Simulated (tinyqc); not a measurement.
Metal-interlayer-semiconductor contact, depinning against tunnelling resistance: two steps of the calculation.

Zero bias, n-type semiconductor. Gap states at the semiconductor surface thin out as exp(-be ti), which unpins the barrier; electrons must then cross the interlayer (a rectangular barrier, no voltage drop across it) and the parabolic depleted layer, both by WKB. Energies E are counted from the Fermi level; no image force, parabolic bands.

Values chosen for this exercise; semiconductor values close to those of gallium arsenide; interlayer mass of the order of that in silicon nitride, offset chosen freely:
```
symbol    value   unit                                                           meaning
T           400      K                                                       temperature
Eg         1.37     eV                                                          band gap
eps_r      12.9                                                    relative permittivity
chi        4.13     eV                                                 electron affinity
Nc      6.77e17  cm^-3                            conduction-band density of states at T
mt       0.0686     m0                              tunnelling mass in the semiconductor
mA       0.0649     m0                                                   Richardson mass
Nd       4.4e18  cm^-3                                                     donor density
E0         0.51     eV                    charge-neutrality level above the valence band
S0        0.099                                        pinning factor without interlayer
phiM       4.09     eV                                               metal work function
ti          1.3     nm                                              interlayer thickness
dE         2.13     eV  conduction-band offset of the interlayer above the semiconductor
mi         0.45     m0                                 tunnelling mass in the interlayer
be          4.2   1/nm               decay constant of gap states through the interlayer
```

Constants: q = 1.602176634e-19 C, kB = 1.380649e-23 J/K, eps0 = 8.8541878128e-12 F/m, hbar = 1.054571817e-34 J s, h = 6.62607015e-34 J s, m0 = 9.1093837015e-31 kg, Vt = kB T/q, hbar^2/(2 m0) = 0.0380998212 eV nm^2. Results are converted to the units shown.

Task 1. Pinning, barrier and scales. S = 1/(1 + (1/S0 - 1) exp(-be ti)); phiB = S (phiM - chi) + (1 - S)(Eg - E0); xi = Ec - EF deep inside, from Nd = Nc F(-xi/Vt), F(x) = (2/sqrt(pi)) int_0^infinity sqrt(u) du/(1 + exp(u - x)); band bending U = phiB - xi; E00 = (hbar/2) sqrt(Nd/(eps0 eps_r mt m0)) in volts; A = 4 pi q mA m0 kB^2/h^3.

Give: S; phiB; xi; U; E00; A.

Result 1.

S = 0.96273
phiB = -0.0064580 eV
xi = -0.13768 eV
U = 0.13123 eV
E00 = 0.041400 eV
A = 7.7992 A/(cm^2 K^2)

Task 2. Exponents and integrand on an energy grid. With U = phiB - xi: for xi < E < phiB, y = (E - xi)/U and G1 = (U/E00) [sqrt(1 - y) - y ln((1 + sqrt(1 - y))/sqrt(y))], G1 = 0 above phiB; G2 = 2 ti sqrt(mi max(phiB + dE - E, 0)/C), C = hbar^2/(2 m0); f = 1/(1 + exp(E/Vt)); integrand exp(-G1 - G2) f.

```
point,E (eV)
0,-0.13
1,-0.09583
2,-0.06167
3,-0.0275
4,0.00667
5,0.04083
6,0.075
7,0.10917
8,0.14333
9,0.1775
10,0.21167
11,0.24583
12,0.28
```

phiB = -0.0064579787 eV
xi = -0.13768320 eV
E00 = 0.041399656 eV

Give: G1; G2; f; integrand.

Result 2.

```
point,G1,G2,f,integrand (1e-6)
0,2.6863,13.414,0.97750,0.0995
1,1.4299,13.312,0.94159,0.3730
2,0.6368,13.209,0.85682,0.8314
3,0.1404,13.105,0.68951,1.2192
4,0.0000,13.001,0.45177,1.0205
5,0.0000,12.895,0.23424,0.5879
6,0.0000,12.789,0.10194,0.2845
7,0.0000,12.682,0.040420,0.1256
8,0.0000,12.574,0.015395,0.0533
9,0.0000,12.465,0.0057688,0.0223
10,0.0000,12.355,0.0021485,0.0093
11,0.0000,12.244,7.9860e-4,0.0038
12,0.0000,12.132,2.9650e-4,0.0016
```

Range of the model: The depletion charge would drop about 0.090 V across such an interlayer (eps_r near 7.5) at ti = 1.3 nm and Nd = 4.4e18 cm^-3, against a band bending of 0.13 V; this model leaves that drop out.

Program tinyqc, `OMP_NUM_THREADS=1 python tinyqc.py 2270095 2270096 out.jsonl`; Intel Xeon 2.30GHz, shared host, one thread, about 0.02 s.
